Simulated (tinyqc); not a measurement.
Comparisons within one model: donors on two lattice sites with valley-orbit split states. A value that a table varies takes the place of the one given here.

Each donor binds at most one electron, in any of its states. For a site s, W_s = sum over its states of g exp(E/kT), and the ionised share is 1/(1 + W_s exp(eta)), eta = (EF - Ec)/kT; n = Nc F_1/2(eta); neutrality n + NA = ND x (mean ionised share, the two sites in equal numbers); holes are neglected. Nc from N = 2 (m kB T/(4 pi c))^(3/2) with c = hbar^2/2m0, in 1/angstrom^3; times 1e24 for 1/cm^3, m = md. F_j(eta) = (1/Gamma(j + 1)) integral_0^infinity x^j dx/(1 + exp(x - eta)), which tends to exp(eta) for eta << 0.

Mobility (Caughey-Thomas form): mu = mu0 + (mu1 (T/300)^(-ga) - mu0)/(1 + ((ND + NA)/Nr)^de); rho = 1/(e n mu), e = 1.602176634e-19 C.

Constants: hbar^2/2m0 = 3.80998211 eV angstrom^2; kB = 8.617333262e-05 eV/K.

Values chosen for the exercise (near those of nitrogen in 4H-SiC; shifted at random, so the results belong to these values and not to a real crystal): md = 0.84 m0 (density-of-states mass of the conduction band); E = (56.5, 49.4, 131.7, 88.6) meV (binding energies of h ground, h excited, k ground, k excited); g = (2, 4, 2, 4) (their degeneracies with spin); ND = 2.1e+15 1/cm^3 (donors, half on each site); NA = 0 1/cm^3 (compensating acceptors, all ionised); T = 300 K; mu0 = 42 cm^2/(V s) (mobility at heavy doping); mu1 = 913 cm^2/(V s) (mobility at light doping and 300 K); Nr = 1.8e+17 1/cm^3 (reference doping); de = 0.61 (doping exponent); ga = 2.4 (temperature exponent).

## What the excited states change

The last columns keep only the ground state of each site (g = 2).

Results:
```
T (K)  effective degeneracy, h site     eta  n (1/cm^3)  n, ground states only  ratio
40                             2.51  -12.06    5.46e+12               6.11e+12  0.893
60                             3.01   -9.77    9.90e+13               1.20e+14  0.824
80                             3.43   -8.86    3.79e+14               4.64e+14  0.817
110                            3.89   -8.56    8.18e+14               9.05e+14  0.904
150                            4.31   -8.73    1.10e+15               1.13e+15  0.972
200                            4.65   -8.77    1.63e+15               1.67e+15  0.974
250                            4.88   -8.93    1.95e+15               1.98e+15  0.985
300                            5.04   -9.15    2.05e+15               2.06e+15  0.993
400                            5.26   -9.56    2.09e+15               2.09e+15  0.998
500                            5.39   -9.90    2.10e+15               2.10e+15  0.999
```

The effective degeneracy grows from 2.51 to 5.39. Excited states hold electrons back, so the ratio is never above 1; it is lowest, 0.817, at 80 K of those listed, and 0.993 at 300 K. At low T the excited states empty out, and at high T more donors are ionised (n is 100 % of ND - NA in the last row), so the effect is largest in between.

## Ionisation and resistivity against doping

NA = 0.

Results:
```
ND (1/cm^3)  n (1/cm^3)   n/ND  mu (cm^2/(V s))  rho (ohm cm)  rho at full ionisation
1.0e+14        9.99e+13  0.999              904          69.1                    69.0
1.0e+15        9.88e+14  0.988              878          7.20                    7.11
1.0e+16        9.03e+15  0.903              785         0.880                   0.795
3.0e+16        2.39e+16  0.795              694         0.377                   0.300
1.0e+17        6.37e+16  0.637              555         0.177                   0.113
3.0e+17        1.46e+17  0.487              410         0.104                  0.0507
1.0e+18        3.36e+17  0.336              268        0.0691                  0.0233
2.0e+18        5.24e+17  0.262              205        0.0581                  0.0152
```

From 1e16 to 1e18 1/cm^3 rho falls by a factor 12.7, not 100: the mobility takes a factor 2.93 and incomplete ionisation 2.68. n/ND is below 0.9 from 3e+16 1/cm^3 on. Near 1e19 1/cm^3 and above the levels merge with the band, and already below that screening lowers the binding energy, so the last rows understate n.

## Compensation sets the slope of the freeze-out

NA = K ND. The slope energy is -d ln(n T^(-p))/d(1/kT) between 50 and 60 K, with p = 3/4 for K = 0 and p = 3/2 otherwise.

Results:
```
K       n(50 K) (1/cm^3)  n(60 K) (1/cm^3)  slope energy (meV)
0               3.12e+13          9.90e+13               26.27
0.0010          3.02e+13          9.79e+13               23.33
0.010           2.23e+13          8.85e+13               28.58
0.050           7.95e+12          5.66e+13               43.68
0.20            1.43e+12          1.46e+13               52.98
0.50            1.83e+08          8.73e+09               92.89
```

Without acceptors the slope is 26.27 meV, against half the h-site ground-state energy, 28.25; with K = 0.05 it is 43.68 meV, against the full 56.5. The full energy (less a few meV where excited levels lie within a few kT) shows where n is far below NA, since the acceptors then hold EF near the donor level: n(60 K)/NA is 47 for K = 0.001 and 0.54 for K = 0.05; for K = 0.001 the sample is still in or near the uncompensated regime, where p = 3/2 is the wrong power, so that slope means little. At K = 0.5 the acceptors have taken as many electrons as there are h sites, EF sits between the two levels, and the slope is 92.9 meV against their mean of 94.1.

## What moves the carrier density

All results formed anew. Each row changes one parameter from the base and keeps the others.

Results:
```
case                                  eta  n (1/cm^3)  rho (ohm cm)
base                               -9.152   2.047e+15         3.549
E = (61.5, 49.4, 131.7, 88.6) meV  -9.152   2.047e+15         3.550
md = 0.924 m0                      -9.292   2.054e+15         3.538
ND = 4.2e+15 1/cm^3                -8.482   4.002e+15         1.872
NA = 2.1e+14 1/cm^3                -9.258   1.842e+15         3.958
T = 330 K                          -9.285   2.068e+15         4.413
Nr = 3.6e+17 1/cm^3                -9.152   2.047e+15         3.477
```

The largest shifts from the base row, up to three for each result and ties (the steps differ in size, so this ranks the rows, not the parameters). eta: ND +0.670, md -0.140, T -0.133; unchanged at the printed digits by E and Nr. n (1/cm^3): ND +1.95e+15, NA -2.05e+14, T +2.10e+13; unchanged at the printed digits by E and Nr. rho (ohm cm): ND -1.68, T +0.863, NA +0.409.

Computed by tinyqc, a small Python program: `OMP_NUM_THREADS=1 python tinyqc.py 1681939 1681940 out.jsonl` (the numbers bound the seed that draws the inputs); one thread of a shared host (Intel(R) Xeon(R) Processor @ 2.30GHz), about 0.01 s for the whole set of steps.
